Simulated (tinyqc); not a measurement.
Lossy on-chip transmission line with skin effect: one step of the calculation.

A uniform line in a homogeneous dielectric: c = sqrt(er)/(c0 Z0), l = Z0 sqrt(er)/c0 (c0 = 299792458 m/s), g = w c td, w = 2 pi f. The resistance joins its limits as r = sqrt(r_dc^2 + r_hf^2), with r_dc = rho/(wd th), r_hf = kr rho/(2 delta (wd + th)), delta = sqrt(rho/(pi f mu0)), mu0 = 4 pi 1e-7 H/m; this is an interpolation, and internal inductance, up to 0.05 nH/mm at low frequency, is neglected.

Problem. Propagation constant and impedance. gamma = sqrt((r + i w l)(g + i w c)) = alpha + i beta, Zc = sqrt((r + i w l)/(g + i w c)), roots with positive real part; loss 8.685889638 alpha in dB; phase velocity w/beta.

Inputs (values chosen for the exercise): length len = 0.52 mm; frequency f = 6.5 GHz.

r = 3.9965704 ohm/mm
l = 0.31202064 nH/mm
c = 124.80826 pF/m
g = 0 S/m

Find: gamma len; Zc; loss; phase velocity over c0; r/(w l).

Solution.

gamma len = 0.02054+0.13411i
Zc = 50.597-7.748i ohm
loss = 0.34304 dB/mm
phase velocity over c0 = 0.52822
r/(w l) = 0.31363

tinyqc, about 0.01 s, one thread, Intel Xeon 2.30GHz (shared host): `OMP_NUM_THREADS=1 python tinyqc.py 2810172 2810173 out.jsonl`
